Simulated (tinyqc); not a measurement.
From results back to parameters: coherent potential approximation for a binary alloy with a semi-elliptic band. Four cases, with inputs chosen for the exercise.

Problem. With levels eA = -x d and eB = (1 - x) d on a semi-elliptic band of half width W, the alloy density has second moment W^2/4 + x (1 - x) d^2 and third moment x (1 - x)(1 - 2x) d^3 about its centre (exact, and kept by the CPA). The moments below come from hidden x and d > 0.

Find: d; x.

Method. v = m2 - W^2/4 = x (1 - x) d^2 and u = m3/v = (1 - 2x) d; then d^2 = u^2 + 4v and x = (1 - u/d)/2.

Case 1.

Values chosen: W = 2.8 eV (half width of the pure band).
second moment = 2.014239 eV^2
third moment = 0.022195 eV^3

Solution.

d = 0.62 eV
x = 0.17

Case 2.

Values chosen: W = 1.9 eV (half width of the pure band).
second moment = 0.989947 eV^2
third moment = 0.060479 eV^3

Solution.

d = 0.91 eV
x = 0.12

Case 3.

Values chosen: W = 3.9 eV (half width of the pure band).
second moment = 3.908937 eV^2
third moment = 0.099498 eV^3

Solution.

d = 1.14 eV
x = 0.09

Case 4.

Values chosen: W = 2.3 eV (half width of the pure band).
second moment = 1.455709 eV^2
third moment = 0.080991 eV^3

Solution.

d = 0.95 eV
x = 0.18

Computed by tinyqc, one run a case: `OMP_NUM_THREADS=1 python tinyqc.py N N+1 out.jsonl` with N = 1481741, 1481818, 1481866, 1481943; one thread of a shared Intel(R) Xeon(R) Processor @ 2.30GHz, about 0.01 s a run at most.
